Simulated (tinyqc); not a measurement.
Rayleigh-quotient iteration on a symmetric matrix, step by step. One step of it, computed by the program tinyqc.

Problem. Step 3. solve (A - shift) w = v; v' = w/|w| with its largest component positive (the first on a tie); lambda = v'^T A v'; the next shift is lambda.

A:
```
           1          2          3          4          5          6
1   0.228000  -1.043000  -0.102000  -0.806000   1.076000  -0.437000
2  -1.043000   0.350000   0.847000  -0.380000   1.668000   1.393000
3  -0.102000   0.847000   0.690000  -0.847000  -1.413000  -0.390000
4  -0.806000  -0.380000  -0.847000   0.745000  -0.834000   0.103000
5   1.076000   1.668000  -1.413000  -0.834000   1.025000  -0.346000
6  -0.437000   1.393000  -0.390000   0.103000  -0.346000   1.581000
```

vector after step 2: 0.435440  0.324955  0.465504  0.659971  0.229011  -0.009705

Rayleigh quotient after step 2 = -0.710695

Give: vector after step 3; Rayleigh quotient after step 3.

Solution.

vector after step 3: 0.6123  0.1603  0.4258  0.6310  0.1155  0.0814

Rayleigh quotient after step 3 = -0.8335
